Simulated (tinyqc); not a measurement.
Inputs raised by 2 %, one at a time: field-effect mobility of a thin-film transistor with band-tail and deep states (multiple trapping). Computed by tinyqc, a small Python program. Command: `OMP_NUM_THREADS=1 python tinyqc.py 3022746 3022747 out.jsonl tft sens`. One thread of a shared host (Intel(R) Xeon(R) Processor @ 2.30GHz), about 0.1 s of CPU time with the checks.

A thick film in accumulation at small drain voltage. Only free electrons move; trapped ones still screen the gate. N_c and mu_0 are held fixed when T changes, leaving out the T^(3/2) growth of N_c. x = E_0 - psi is the distance of the Fermi level below the band edge.

Inputs (values chosen for the exercise, modelled on polycrystalline silicon):
```
quantity,value,unit
permittivity eps,11.7,-
effective density of states N_c,2.5e+19,1/cm^3
band mobility mu_0,160,cm^2/(V s)
tail density at the edge g_t,3.3e+20,1/(eV cm^3)
tail width E_t,48,meV
deep-state density g_d,7.8e+15,1/(eV cm^3)
"flat-band Fermi level below the edge, E_0",0.65,eV
equivalent oxide thickness t,36,nm
surface band bending psi_s as a fraction of E_0,0.58,-
temperature T,300,K
```

Deep states: included.

Constants: k_B = 8.617333262e-05 eV/K; e = 1.602176634e-19 C; eps_0 = 8.8541878128e-12 F/m.

Method:
- F_j(eta) = int_0^infinity x^j/(1 + exp(x - eta)) dx, without a gamma-function factor.
- Integrals over x = E/(k_B T) use 160 Gauss-Legendre points in u = sqrt(x) from 0 to sqrt(max(eta, 0) + 32).
- Free n(x) = N_c (2/sqrt(pi)) F_1/2(-x/k_B T), with F_1/2 from its two-term series in exp(-x/k_B T) for x >= 12 k_B T; tail n_t(x) = int_0^1.2eV g_t exp(-E/E_t)/(1 + exp((x - E)/k_B T)) dE, E counted down from the edge, 120 Gauss-Legendre points; deep charge g_d psi; space charge rho(psi) = n + n_t + g_d psi less its value at psi = 0.
- Poisson: F(psi) = sqrt((2 e/(eps eps_0)) int_0^psi rho dpsi'); V_G - V_FB = psi_s + eps F(psi_s) t/3.9; free sheet density N_f = int (n - n(E_0))/F dpsi; induced sheet density N_i = eps eps_0 F(psi_s)/e; trapezoid rule on 301 even points in psi, the first interval left out of N_f.
- mu_eff = mu_0 N_f/N_i; field-effect mobility mu_FE = mu_0 e (dN_f/dV_G)/C_ox and swing S = dV_G/dlog10(N_f), by a central difference of +/- 2 mV in psi_s; C_ox = 3.9 eps_0/t.

Runs:
```
input moved,from,to,effective mobility mu_eff (cm^2/(V s)),V_G - V_FB (V),swing S (mV/decade),free sheet density N_f (1/cm^2)
base run,-,-,0.35576,0.79894,393.03,5.6169e+08
effective density of states N_c (1/cm^3),2.5e+19,2.55e+19,0.36286,0.79896,393.07,5.7291e+08
band mobility mu_0 (cm^2/(V s)),160,163.2,0.36288,0.79894,393.03,5.6169e+08
tail density at the edge g_t (1/(eV cm^3)),3.3e+20,3.366e+20,0.34982,0.80266,396.56,5.5717e+08
tail width E_t (meV),48,48.96,0.31730,0.82364,408.19,5.3028e+08
deep-state density g_d (1/(eV cm^3)),7.8e+15,7.956e+15,0.35471,0.79942,392.60,5.6066e+08
temperature T (K),300,306,0.43965,0.80358,407.80,7.0176e+08
permittivity eps,11.7,11.934,0.35576,0.80314,396.17,5.6728e+08
```

Exponents ln(y'/y) / ln(x'/x):
```
input,effective mobility mu_eff,V_G - V_FB,swing S,free sheet density N_f
effective density of states N_c,0.997,0.001,0.005,0.999
band mobility mu_0,1.000,0.000,0.000,0.000
tail density at the edge g_t,-0.851,0.234,0.452,-0.408
tail width E_t,-5.778,1.537,1.911,-2.906
deep-state density g_d,-0.149,0.030,-0.056,-0.092
temperature T,10.691,0.292,1.862,11.243
permittivity eps,0.000,0.265,0.401,0.500
```

Among the inputs moved here: effective mobility mu_eff answers most in size to temperature T (exponent +10.691), next to tail width E_t (-5.778); its exponent is below 0.0005 for permittivity eps. Its exponent +1.000 in band mobility mu_0: trapping only scales mu_0. V_G - V_FB answers most in size to tail width E_t (exponent +1.537), next to temperature T (+0.292); its exponent is below 0.0005 for band mobility mu_0. Swing S answers most in size to tail width E_t (exponent +1.911), next to temperature T (+1.862); its exponent is below 0.0005 for band mobility mu_0. Free sheet density N_f answers most in size to temperature T (exponent +11.243), next to tail width E_t (-2.906); its exponent is below 0.0005 for band mobility mu_0.
